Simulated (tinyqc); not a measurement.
sp3s* tight binding: one step. The Hamiltonian without spin-orbit coupling.

sp3s* tight binding, nearest neighbours only: anion (a) at 0, cation (c) at a/4 (1,1,1), orbitals s, px, py, pz, s* on each; k in units of 2 pi/a. With phases e_j = exp(i (pi/2) k.n_j) for n = (1,1,1), (1,-1,-1), (-1,1,-1), (-1,-1,1): g0 = (e1+e2+e3+e4)/4, g1 = (e1+e2-e3-e4)/4, g2 = (e1-e2+e3-e4)/4, g3 = (e1-e2-e3+e4)/4. The diagonal holds the levels Esa, Epa, Exa (s*) and Esc, Epc, Exc. Anion-cation block: <sa|sc> = Vss g0; <sa|xc> = Vsapc g1; <xa|sc> = -Vscpa g1; <xa|xc> = Vxx g0; <xa|yc> = <ya|xc> = Vxy g3, <xa|zc> = <za|xc> = Vxy g2, <ya|zc> = <za|yc> = Vxy g1; <s*a|xc> = Vxapc g1; <xa|s*c> = -Vpaxc g1; y and z take g2 and g3 in place of g1; s-s* and s*-s* vanish.

Values chosen for the exercise (near a published set for diamond, fitted to gaps, whose masses and valley positions are rough; the results hold for these values, not for the real material): Esa = -4.571 eV (s level of the anion); Epa = 3.838 eV (p level of the anion); Esc = -4.571 eV (s level of the cation); Epc = 3.838 eV (p level of the cation); Exa = 11.469 eV (s* level of the anion); Exc = 11.469 eV (s* level of the cation); Vss = -22.724 eV (s-s); Vxx = 3.894 eV (px-px); Vxy = 11.518 eV (px-py); Vsapc = 15.292 eV (s anion, p cation); Vscpa = 15.292 eV (s cation, p anion); Vxapc = 8.33 eV (s* anion, p cation); Vpaxc = 8.33 eV (p anion, s* cation).

g0, g1, g2, g3: [0.4078298-0.2319795i, -0.1919101+0.4929816i, -0.2319795+0.4078298i, -0.4929816+0.1919101i]

Problem. Fill in the 10 x 10 matrix.

Give: H(k).

Solution.

H(k) (eV):
```
                  sa               xa               ya               za              s*a               sc
sa           -4.5710                0                0                0                0  -9.2675+5.2715i
xa                 0           3.8380                0                0                0   2.9347-7.5387i
ya                 0                0           3.8380                0                0   3.5474-6.2365i
za                 0                0                0           3.8380                0   7.5387-2.9347i
s*a                0                0                0                0          11.4690                0
sc   -9.2675-5.2715i   2.9347+7.5387i   3.5474+6.2365i   7.5387+2.9347i                0          -4.5710
xc   -2.9347-7.5387i   1.5881+0.9033i  -5.6782-2.2104i  -2.6719-4.6974i  -1.5986-4.1065i                0
yc   -3.5474-6.2365i  -5.6782-2.2104i   1.5881+0.9033i  -2.2104-5.6782i  -1.9324-3.3972i                0
zc   -7.5387-2.9347i  -2.6719-4.6974i  -2.2104-5.6782i   1.5881+0.9033i  -4.1065-1.5986i                0
s*c                0   1.5986+4.1065i   1.9324+3.3972i   4.1065+1.5986i                0                0

                  xc               yc               zc             s*c
sa   -2.9347+7.5387i  -3.5474+6.2365i  -7.5387+2.9347i               0
xa    1.5881-0.9033i  -5.6782+2.2104i  -2.6719+4.6974i  1.5986-4.1065i
ya   -5.6782+2.2104i   1.5881-0.9033i  -2.2104+5.6782i  1.9324-3.3972i
za   -2.6719+4.6974i  -2.2104+5.6782i   1.5881-0.9033i  4.1065-1.5986i
s*a  -1.5986+4.1065i  -1.9324+3.3972i  -4.1065+1.5986i               0
sc                 0                0                0               0
xc            3.8380                0                0               0
yc                 0           3.8380                0               0
zc                 0                0           3.8380               0
s*c                0                0                0         11.4690
```

(tinyqc, `OMP_NUM_THREADS=1 python tinyqc.py 1450853 1450854 out.jsonl`, Intel(R) Xeon(R) Processor @ 2.30GHz, 1 thread, shared host, about 0.07 s.)
